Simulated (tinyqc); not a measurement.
Worked calculation: Gamma, L and X subbands of a thin body with non-parabolic valleys. Values are carried at full precision from step to step, so a last printed digit may differ when a step is redone from the rounded ones.

Hard walls, flat band, c = hbar^2/2m0, energies from the bulk Gamma edge. For a valley at angle theta to the normal 1/m_z = cos^2/ml + sin^2/mt and m_d = sqrt(ml mt^2/m_z). Subband n starts at E_v + e with e (1 + a e) = c (n pi/t)^2/m_z, and its density-of-states mass is taken as m_d (1 + 2 a e), without further growth at higher in-plane energy. Groups are named by valley and degeneracy.

Constants: hbar^2/2m0 = 3.80998211 eV angstrom^2; kB = 8.617333262e-05 eV/K.

Values chosen for the exercise (near those of a thin Ge channel; not measured data): face = 111 (surface); mG = 0.0382 m0 (Gamma mass); aG = 1.02 1/eV (Gamma non-parabolicity); EL = -0.168 eV (L edge above Gamma); mL = (1.554, 0.081) m0 (L valleys (four, along <111>): ml, mt); EX = 0.029 eV (X edge above Gamma); mX = (0.882, 0.186) m0 (Delta valleys (six, along <100>): ml, mt); aS = 0.63 1/eV (non-parabolicity of L and X); t = 38 angstrom (body thickness); Ns = 11 x 1e12/cm^2 (sheet density); T = 300 K (temperature); eot = 9 angstrom (equivalent oxide thickness).

## Valley groups

List degeneracy, edge, m_z, m_d and a.

Groups:

| group | g | E_v (eV) | m_z | m_d | a (1/eV) |
|---|---|---|---|---|---|
| G1 | 1 | 0.000 | 0.0382 | 0.0382 | 1.02 |
| L1 | 1 | -0.168 | 1.5540 | 0.0810 | 0.63 |
| L3 | 3 | -0.168 | 0.0905 | 0.3356 | 0.63 |
| X6 | 6 | 0.029 | 0.2524 | 0.3477 | 0.63 |

## Subband edges

n = 1 to 8 for each group; list the ten lowest.

Subbands:

| subband | g | E (eV) | DOS mass |
|---|---|---|---|
| L1 n=1 | 1 | -0.1514 | 0.0827 |
| L1 n=2 | 1 | -0.1036 | 0.0876 |
| L1 n=3 | 1 | -0.0293 | 0.0952 |
| L1 n=4 | 1 | 0.0657 | 0.1049 |
| L3 n=1 | 3 | 0.0807 | 0.4407 |
| X6 n=1 | 6 | 0.1262 | 0.3903 |
| L1 n=5 | 1 | 0.1763 | 0.1161 |
| L1 n=6 | 1 | 0.2983 | 0.1286 |
| X6 n=2 | 6 | 0.3689 | 0.4966 |
| L1 n=7 | 1 | 0.4288 | 0.1419 |

The lowest subband is L1 n=1, 48 meV below L1 n=2; in the bulk the lowest valley is L.

## Filling and quantum capacitance

n_i = g m/(2 pi c) kB T ln(1 + exp((EF - E_i)/kB T)), sum n_i = Ns (1e12/cm^2 = 1e-4/angstrom^2), c = hbar^2/2m0. Quantum capacitance Cq = 1602.176634 sum g m/(2 pi c) f_i in microfarad/cm^2 with f_i = 1/(1 + exp((E_i - EF)/kB T)); Cox = 34.5313/eot (one gate); C/Cox = Cq/(Cq + Cox), the centroid term left out.

Over the ten listed subbands, named by valley (G, L, X), degeneracy and number.

EF = -0.0029 eV

n_i in the order of the list (1e12/cm^2): 5.132  3.702  1.365  0.077  0.552  0.171  0.001  0.000  0.000  0.000

Cq = 20.82 microfarad/cm^2
Cox = 3.837 microfarad/cm^2
C/Cox = 0.844

EF lies 148 meV above the lowest edge; Gamma holds 0 % of the electrons. The density of states is ample: only 16 % of the gate capacitance is lost.

## Checks

- Cq against the slope dNs/dEF by finite differences, microfarad/cm^2: both 20.82.

tinyqc: `OMP_NUM_THREADS=1 python tinyqc.py 1281091 1281092 out.jsonl`; about 0.05 s, one thread, shared Intel(R) Xeon(R) Processor @ 2.30GHz.
